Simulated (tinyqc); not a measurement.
Sp3 tight binding, zinc-blende lattice, step by step. Computed by tinyqc, a small Python program that keeps every step. Command: `OMP_NUM_THREADS=1 python tinyqc.py 21330 21331 out.jsonl` (the two numbers bound the seeds that draw the settings). One thread of a shared host (Intel(R) Xeon(R) Processor @ 2.60GHz), about 0.01 s of CPU time with the checks.

## Bloch Hamiltonian at k

Parameters chosen for this model: zinc-blende lattice, anion at 0, cation at a/4 (1,1,1); V = eta hbar^2 / (m d^2), hbar^2/m = 7.619964 eV angstrom^2:
```
parameter          value      unit
a               6.360000  angstrom
d               2.753961  angstrom
Es anion      -16.740000        eV
Ep anion       -6.910000        eV
Es cation     -14.030000        eV
Ep cation      -5.490000        eV
eta ss         -1.320000
eta sp          1.420000
eta pp sigma    2.220000
eta pp pi      -0.630000
V ss           -1.326207        eV
V sp            1.426677        eV
V pp sigma      2.230439        eV
V pp pi        -0.632962        eV
```

k point k (2 pi / a): 0.560000  0.600000  0.160000

Slater-Koster rules over the four bonds with direction cosines (l, m, n): ss V_ss; s-px l V_sp; px-s -l V_sp; px-px l^2 V_pps + (1 - l^2) V_ppp; px-py l m (V_pps - V_ppp); each times exp(i k.d).

H(k) at k (eV):
```
                      a s                 a px                 a py                 a pz
a s            -16.740000             0.000000             0.000000             0.000000
a px             0.000000            -6.910000             0.000000             0.000000
a py             0.000000             0.000000            -6.910000             0.000000
a pz             0.000000             0.000000             0.000000            -6.910000
c s   -1.925109-0.822370i   0.422541+1.445309i   0.371092+1.645690i   1.989298+0.306994i
c px  -0.422541-1.445309i   0.466693+0.199362i  -2.305131-0.355735i  -0.430009-1.906971i
c py  -0.371092-1.645690i  -2.305131-0.355735i   0.466693+0.199362i  -0.489627-1.674776i
c pz  -1.989298-0.306994i  -0.430009-1.906971i  -0.489627-1.674776i   0.466693+0.199362i

                      c s                 c px                 c py                 c pz
a s   -1.925109+0.822370i  -0.422541+1.445309i  -0.371092+1.645690i  -1.989298+0.306994i
a px   0.422541-1.445309i   0.466693-0.199362i  -2.305131+0.355735i  -0.430009+1.906971i
a py   0.371092-1.645690i  -2.305131+0.355735i   0.466693-0.199362i  -0.489627+1.674776i
a pz   1.989298-0.306994i  -0.430009+1.906971i  -0.489627+1.674776i   0.466693-0.199362i
c s            -14.030000             0.000000             0.000000             0.000000
c px             0.000000            -5.490000             0.000000             0.000000
c py             0.000000             0.000000            -5.490000             0.000000
c pz             0.000000             0.000000             0.000000            -5.490000
```

## Levels at k

Diagonalise the Hermitian matrix.

eigenvalues (eV): -18.529769  -14.373129  -9.953762  -9.126725  -6.652839  -3.830741  -3.270102  -2.232933

weights |c|^2 of the basis functions:
```
        band 1    band 2    band 3    band 4    band 5    band 6    band 7    band 8
a s   0.740923  0.175404  0.005483  0.000044  0.050217  0.023907  0.000132  0.003890
a px  0.002711  0.037371  0.165464  0.331036  0.078023  0.032062  0.215487  0.137846
a py  0.003479  0.044073  0.158381  0.287234  0.130955  0.087660  0.157610  0.130607
a pz  0.002790  0.063957  0.260040  0.002931  0.346821  0.180606  0.005530  0.137326
c s   0.214378  0.628031  0.010885  0.000086  0.129697  0.013132  0.000099  0.003692
c px  0.009597  0.011668  0.123382  0.201526  0.033148  0.065444  0.352931  0.202304
c py  0.011968  0.013244  0.116558  0.175059  0.054474  0.178814  0.258415  0.191468
c pz  0.014155  0.026252  0.159805  0.002084  0.176665  0.418375  0.009796  0.192868
```

## Bloch Hamiltonian at G

k point G (2 pi / a): 0  0  0

As before.

H(k) at G (eV):
```
             a s       a px       a py       a pz         c s       c px       c py       c pz
a s   -16.740000   0.000000   0.000000   0.000000   -5.304828   0.000000   0.000000   0.000000
a px    0.000000  -6.910000   0.000000   0.000000    0.000000   1.286019   0.000000   0.000000
a py    0.000000   0.000000  -6.910000   0.000000    0.000000   0.000000   1.286019   0.000000
a pz    0.000000   0.000000   0.000000  -6.910000    0.000000   0.000000   0.000000   1.286019
c s    -5.304828   0.000000   0.000000   0.000000  -14.030000   0.000000   0.000000   0.000000
c px    0.000000   1.286019   0.000000   0.000000    0.000000  -5.490000   0.000000   0.000000
c py    0.000000   0.000000   1.286019   0.000000    0.000000   0.000000  -5.490000   0.000000
c pz    0.000000   0.000000   0.000000   1.286019    0.000000   0.000000   0.000000  -5.490000
```

## Levels at G

As before.

eigenvalues (eV): -20.860146  -9.909854  -7.668995  -7.668995  -7.668995  -4.731005  -4.731005  -4.731005

## Bands along a path

The same steps at evenly spaced points between the labelled ones.

Bands along the path (eV):
```
k             band 1      band 2      band 3      band 4     band 5     band 6     band 7     band 8
L         -18.880375  -14.128658   -8.848871   -8.848871  -7.730308  -3.551129  -3.551129  -2.430659
L-G 0.20  -19.158343  -13.706428   -8.759798   -8.759798  -7.707805  -3.640202  -3.640202  -2.597425
L-G 0.40  -19.749581  -12.696802   -8.510394   -8.510394  -7.654273  -3.889606  -3.889606  -3.069343
L-G 0.60  -20.326945  -11.484487   -8.158709   -8.158709  -7.609300  -4.241291  -4.241291  -3.749269
L-G 0.80  -20.721581  -10.399012   -7.819227   -7.819227  -7.624312  -4.580773  -4.580773  -4.425095
G         -20.860146   -9.909854   -7.668995   -7.668995  -7.668995  -4.731005  -4.731005  -4.731005
G-X 0.20  -20.674468  -10.515246   -8.041715   -8.041715  -7.262000  -4.718286  -4.358285  -4.358285
G-X 0.40  -20.133427  -11.751242   -8.773418   -8.773418  -6.600510  -4.684820  -3.626582  -3.626582
G-X 0.60  -19.290286  -13.172710   -9.458172   -9.458172  -6.063879  -4.643125  -2.941828  -2.941828
G-X 0.80  -18.277302  -14.552410   -9.921056   -9.921056  -5.731153  -4.609134  -2.478944  -2.478944
X         -17.633906  -15.320681  -10.083326  -10.083326  -5.619319  -4.596094  -2.316674  -2.316674
X-W 0.20  -17.633906  -15.320681  -10.083326  -10.083326  -5.619319  -4.596094  -2.316674  -2.316674
X-W 0.40  -17.633906  -15.320681  -10.083326  -10.083326  -5.619319  -4.596094  -2.316674  -2.316674
X-W 0.60  -17.633906  -15.320681  -10.083326  -10.083326  -5.619319  -4.596094  -2.316674  -2.316674
X-W 0.80  -17.633906  -15.320681  -10.083326  -10.083326  -5.619319  -4.596094  -2.316674  -2.316674
W         -17.633906  -15.320681  -10.083326  -10.083326  -5.619319  -4.596094  -2.316674  -2.316674
```

With 4 band(s) filled, the highest filled level on these points lies at G and the lowest empty one at L: the bands touch or overlap, so there is no gap.
